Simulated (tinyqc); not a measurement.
# Well width from the intersubband spacing

Inverse problem. In an empty well of width L and depth Vb, level k solves kw L/2 = (k - 1) pi/2 + arctan(sqrt((mw/mb)(Vb - E)/E)) with kw = sqrt(mw E/C), C = hbar^2/(2 m0). Find L, E1 and E2 from the spacing.

Values chosen for this exercise; material values close to those of GaAs in InGaP: mass along z in the well mw = 0.0664 m0; mass along z in the barriers mb = 0.0913 m0; barrier height Vb = 0.154 eV.

Constants: q = 1.602176634e-19 C, hbar = 1.054571817e-34 J s, m0 = 9.1093837015e-31 kg, hbar^2/(2 m0) = 0.0380998212 eV nm^2. Results are converted to the units shown.

E2 - E1 = 10.331610 meV

Answer. Both levels are solved for trial widths until their difference matches. A second level is bound only for L above 6.06 nm, and over that range one width gives this spacing.

L = 36.0 nm
E1 = 3.45 meV
E2 = 13.8 meV

Program tinyqc, `OMP_NUM_THREADS=1 python tinyqc.py 2140065 2140066 out.jsonl`; Intel Xeon 2.30GHz, shared host, one thread, about 1 s.
